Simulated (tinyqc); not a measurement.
Ion-assisted plasma etching: sheath, surface coverage, synergy and aspect-ratio dependence: one step, computed by the program tinyqc.

Radicals adsorb on bare sites; ions remove covered sites with a high yield and bare sites by sputtering; a slow spontaneous reaction acts everywhere, walls included.

Problem. Open-field etch rate. Steady coverage: s G_n (1 - theta) = x Y G_i theta; removal flux = Y G_i theta + Y_p G_i (1 - theta) + k_c G_n; rate = flux/N, 1 cm/s = 6e8 nm/min. Lateral rate = k_c G_n/N; anisotropy = 1 - lateral/vertical; synergy = vertical/(ions alone + radicals alone), with ions alone Y_p G_i/N and radicals alone the lateral rate.

Inputs (values chosen for the exercise, close to those used for silicon in a halogen plasma): gas temperature T_g = 600 K; sticking coefficient s = 0.76; radicals per removed unit x = 2; spontaneous reaction probability k_c = 0.00067; solid density N = 5e+22 1/cm^3.

Feature: round hole.

yield Y = 6.161332

sputter yield Y_p = 0.1800847

ion flux G_i = 1.808491e+16 1/(cm^2 s)

radical flux G_n = 1.944160e+18 1/(cm^2 s)

Give: coverage theta; vertical rate; lateral rate; anisotropy; synergy.

Solution.

coverage theta = 0.8689

vertical rate = 1183 nm/min

lateral rate = 15.63 nm/min

anisotropy = 0.9868

synergy = 21.62

The surface is nearly saturated: ions limit the ion-assisted part.
